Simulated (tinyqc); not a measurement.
Electron continuity equation in a given potential, Scharfetter-Gummel discretisation: one step of the calculation.

Steady state in one dimension: J = q mu n E + q D dn/dx with E = -dpsi/dx and D = mu Vt, dJ/dx = 0, fixed densities nL and nR at the ends. The potential is given, psi = U x/L, and is not changed by the electrons.

Problem. Tridiagonal system for the inner nodes. Row i (1 to 8): B(-d_(i-1)) n_(i-1) + b_i n_i + B(d_i) n_(i+1) = f_i with b_i = -B(-d_i) - B(d_(i-1)) and f_i = 0; the known end values are moved to the right: f_1 loses B(-d_0) nL and f_8 loses B(d_8) nR. h = L/9, D = mu Vt.

Values chosen for this exercise; mobility close to that of silicon at room temperature: temperature T = 350 K; electron mobility mu = 1340 cm^2/(V s); length of the region L = 2.3 um; density at x = 0 nL = 3.6e15 cm^-3; density at x = L nR = 0 cm^-3.

Constants: q = 1.602176634e-19 C, kB = 1.380649e-23 J/K, Vt = kB T/q. Results are converted to the units shown.

| interval | B(d_i) | B(-d_i) |
|---|---|---|
| 0 | 1.3679354 | 0.70482007 |
| 1 | 1.3679354 | 0.70482007 |
| 2 | 1.3679354 | 0.70482007 |
| 3 | 1.3679354 | 0.70482007 |
| 4 | 1.3679354 | 0.70482007 |
| 5 | 1.3679354 | 0.70482007 |
| 6 | 1.3679354 | 0.70482007 |
| 7 | 1.3679354 | 0.70482007 |
| 8 | 1.3679354 | 0.70482007 |

Wanted: diagonal b; right side f.

Solution.

| node | diagonal b | right side f (cm^-3) |
|---|---|---|
| 1 | -2.0728 | -2.5374e15 |
| 2 | -2.0728 | 0 |
| 3 | -2.0728 | 0 |
| 4 | -2.0728 | 0 |
| 5 | -2.0728 | 0 |
| 6 | -2.0728 | 0 |
| 7 | -2.0728 | 0 |
| 8 | -2.0728 | 0 |

Computed by the program tinyqc: `OMP_NUM_THREADS=1 python tinyqc.py 2220027 2220028 out.jsonl`, one thread of a shared Intel Xeon 2.30GHz, about 0.01 s for the whole run.
